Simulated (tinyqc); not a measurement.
Inside a calculation. Method: one-electron ion in a basis of Gaussians. Computed by tinyqc, a small Python program that keeps every step. Settings: Z = 1, l = 2. Command: `OMP_NUM_THREADS=1 python tinyqc.py 26391 26392 out.jsonl` (the two numbers bound the seeds that draw the settings). One thread of a shared host (Intel(R) Xeon(R) Processor @ 2.60GHz), about 0.01 s of CPU time with the checks.

## Matrices over normalised Gaussians

exponents of r^l exp(-a r^2) (1/bohr^2): 0.001787  0.007587

Z = 1

l = 2

With p = a_i + a_j and I(k) = Gamma((k+1)/2) / (2 p^((k+1)/2)): S = I(2l+2), T = (2l+3) a_i a_j S / p, V = -Z I(2l+1), each divided by sqrt(S_ii S_jj).

S:
```
          1         2
1  1.000000  0.429742
2  0.429742  1.000000
```

T (hartree):
```
          1         2
1  0.006254  0.004351
2  0.004351  0.026555
```

V (hartree):
```
           1          2
1  -0.035978  -0.025039
2  -0.025039  -0.074132
```

## Generalised eigenproblem

H = T + V (hartree):
```
           1          2
1  -0.029723  -0.020689
2  -0.020689  -0.047577
```

Solve H C = S C e through S^(-1/2); each column has its largest component positive (the first on a tie).

eigenvalues of S: 0.570258  1.429742

eigenvalues (hartree): -0.047580  -0.025420

coefficients:
```
          1          2
1  0.013430   1.107398
2  0.994155  -0.488022
```

For Z = 1 and l = 2 the exact lowest level is -Z^2/(2 n^2) with n = l + 1: -0.055556 hartree.
